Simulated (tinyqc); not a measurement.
Band bending at a free surface with a continuum of surface states, surface photovoltage and Kelvin probe: one step of the calculation.

n-type bulk, xi = Ec - EF = Vt ln(Nc/Nd), p0 = ni^2/Nd, ni = sqrt(Nc Nv) exp(-Eg/(2 Vt)), Eg in volts. b is the upward band bending, u = b/Vt. Space charge per area, in units of q: Qc = sign(b) sqrt((2 eps0 eps_r Vt/q) [(Nd + dn)(exp(-u) - 1) + Nd u + (p0 + dn)(exp(u) - 1)]), with dn the excess density under light (flat quasi-Fermi levels; 0 in the dark). The states hold -Ds (E0 - xi - b): negative while the Fermi level lies above the neutrality level. Neutrality: Qc + Qf + (charge of the states) = 0.

Task. Bulk quantities. xi, ni, p0, the Debye length sqrt(eps0 eps_r Vt/(q Nd)) and the flat-band work function chi + xi.

Values chosen for this exercise; band and dielectric values close to those of silicon:
- T = 300 K (temperature)
- Eg = 1.13 eV (band gap)
- eps_r = 11.8 (relative permittivity)
- Nc = 2.77e19 cm^-3 (conduction-band density of states at T)
- Nv = 2.66e19 cm^-3 (valence-band density of states at T)
- chi = 3.99 eV (electron affinity)
- Nd = 3.2e16 cm^-3 (donor density)

Constants: q = 1.602176634e-19 C, kB = 1.380649e-23 J/K, Vt = kB T/q, eps0 = 8.8541878128e-14 F/cm where lengths are in cm. Results are converted to the units shown.

Wanted: xi; ni; p0; Debye length; chi + xi.

Result.

xi = 0.1748 eV
ni = 8.752e9 cm^-3
p0 = 2394 cm^-3
Debye length = 22.95 nm
chi + xi = 4.165 eV

Numbers from tinyqc (`OMP_NUM_THREADS=1 python tinyqc.py 2430056 2430057 out.jsonl`; about 0.01 s on one thread of a shared Intel Xeon 2.30GHz).
